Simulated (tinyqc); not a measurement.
Stress from a rosette of three resistors.

Question. In the (001) plane dR/R(0) = p11 sxx + p12 syy, dR/R(90) = p12 sxx + p11 syy and dR/R(45) = (p11 + p12)(sxx + syy)/2 + p44 sxy. Find the three stresses.

Inputs (values chosen for the exercise):
```
symbol,value,unit,meaning
p11,-109,x 1e-11/Pa,piezoresistive coefficient
p12,51.7,x 1e-11/Pa,piezoresistive coefficient
p44,-13.4,x 1e-11/Pa,piezoresistive coefficient
```

dR/R at 0, 45 and 90 degrees (%): -4.6111000  -8.7489000  -13.610300

Solution. The first and third give sxx and syy; the 45-degree value less their mean is p44 sxy.

sxx = 131 MPa
syy = 187 MPa
sxy = -27.0 MPa

Computed by the program tinyqc: `OMP_NUM_THREADS=1 python tinyqc.py 2530148 2530149 out.jsonl`, one thread of a shared Intel Xeon 2.30GHz, about 0.01 s for the whole run.
